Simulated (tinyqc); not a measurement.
From results back to parameters: Weaire-Thorpe hybrids on a Bethe lattice: gap and dangling bond of an amorphous tetrahedral solid. Five cases, with inputs chosen for the exercise.

Problem. In the Weaire-Thorpe model the two p-like peaks lie at -V2 + V1 and V2 + V1, and the guaranteed gap is 2 V2 - 4 V1. The peak positions come from hidden V1 and V2.

Case 1.

peaks (eV): bonding -8.590, antibonding 12.890

Case 2.

peaks (eV): bonding -2.210, antibonding 6.030

Case 3.

peaks (eV): bonding -7.770, antibonding 11.890

Case 4.

peaks (eV): bonding -2.840, antibonding 6.400

Case 5.

peaks (eV): bonding -2.090, antibonding 5.970

Find: V1, V2; guaranteed gap; lowest possible level -3 V1 - V2.

Solution. The mean of the peaks is V1 and half their distance V2.

Case 1.

V1, V2 (eV): 2.15  10.74

guaranteed gap = 12.88 eV
lowest possible level -3 V1 - V2 = -17.19 eV

Case 2.

V1, V2 (eV): 1.91  4.12

guaranteed gap = 0.60 eV
lowest possible level -3 V1 - V2 = -9.85 eV

Case 3.

V1, V2 (eV): 2.06  9.83

guaranteed gap = 11.42 eV
lowest possible level -3 V1 - V2 = -16.01 eV

Case 4.

V1, V2 (eV): 1.78  4.62

guaranteed gap = 2.12 eV
lowest possible level -3 V1 - V2 = -9.96 eV

Case 5.

V1, V2 (eV): 1.94  4.03

guaranteed gap = 0.30 eV
lowest possible level -3 V1 - V2 = -9.85 eV

Computed by tinyqc, one run a case: `OMP_NUM_THREADS=1 python tinyqc.py N N+1 out.jsonl` with N = 1480280, 1480304, 1480413, 1480427, 1480545; one thread of a shared Intel(R) Xeon(R) Processor @ 2.30GHz, about 0.04 s a run at most.
